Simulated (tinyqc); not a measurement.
Permeation of metal atoms or ions through a thin barrier or dielectric: time lag, field-aided drift and lifetime: one step, computed by the program tinyqc. Command: `OMP_NUM_THREADS=1 python tinyqc.py 3028320 3028321 out.jsonl barrier walk`. One thread of a shared host (Intel(R) Xeon(R) Processor @ 2.30GHz), about 0.01 s of CPU time with the checks.

The film 0 < x < d is empty at first; C = C0 at x = 0 and C = 0 at x = d. dC/dt = D d2C/dx2 - v dC/dx with drift v = D z e V/(k_B T d) (uniform field, no space charge).

Task: Steady flux and time lag. Steady flux J = (D C0/d) P/(1 - exp(-P)); time lag in units of d^2/D: s_L = [P (1 + exp(-P))/(1 - exp(-P)) - 2]/P^2 (P = 0: J = D C0/d, s_L = 1/6).

Inputs (values chosen for the exercise, for a model case: singly charged ions through a dielectric): thickness d = 78 nm; concentration at the source side C0 = 2.3e+14 1/cm^3; test temperature T = 300 C.

Peclet number P = 1.943704

diffusivity D = 5.370479e-14 cm^2/s

time scale d^2/D = 1132.860 s

Give: flux relative to D C0/d; steady flux J; time lag s_L; time lag.

Result:

flux relative to D C0/d = 2.2685

steady flux J = 3.5924e+06 1/(cm^2 s)

time lag s_L = 0.15703

time lag = 177.90 s

Drift and diffusion both act.
